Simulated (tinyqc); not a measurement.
Charge stability of a double quantum dot, constant-interaction model with a charge sensor: one step of the calculation.

Capacitance matrix C = [[C1, -Cm], [-Cm, C2]], C1 = G1 + X1 + Cm + L1, C2 = G2 + X2 + Cm + L2. Gate charges n1 = (G1 V1 + X1 V2)/q, n2 = (X2 V1 + G2 V2)/q. The state (N1, N2) has U = (1/2) d^T E d with d = (N1 - n1, N2 - n2) and E = q^2 C^(-1). Leads at 0 V; no tunnel coupling, spin or level spacing. The sensor reads s1 <N1> + s2 <N2>.

Question. Energies and occupation of the charge states. U for N1, N2 = 0, 1, 2; p is proportional to exp(-U/kB T), normalised over these nine states.

Inputs (values chosen for the exercise):
```
symbol,value,unit,meaning
s1,0.92,,sensor weight of dot 1
s2,0.35,,sensor weight of dot 2
T,2.8,K,temperature
```

Constants: q = 1.602176634e-19 C, kB = 1.380649e-23 J/K, Vt = kB T/q. Results are converted to the units shown.

E (meV):
```
           1          2
1  7.1814505  1.1172524
2  1.1172524  7.0976565
```

gate charges: n1 1.6665953, n2 1.1021631

Give: U; p; mean charges; sensor signal.

Answer.

```
state  U (meV)        p
(0,0)   16.337  0.00000
(0,1)   10.201  0.00000
(0,2)   11.162  0.00000
(1,0)    6.727  0.00000
(1,1)    1.709  0.00436
(1,2)    3.788  0.00000
(2,0)    4.300  0.00000
(2,1)    0.398  0.99564
(2,2)    3.594  0.00000
```

mean charges: <N1> 1.9956, <N2> 1.0000
sensor signal = 2.1860

The ground state is (2,1), 1.31 meV (5.43 kB T) below (1,1).

Numbers from tinyqc (`OMP_NUM_THREADS=1 python tinyqc.py 2470023 2470024 out.jsonl`; about 0.01 s on one thread of a shared Intel Xeon 2.30GHz).
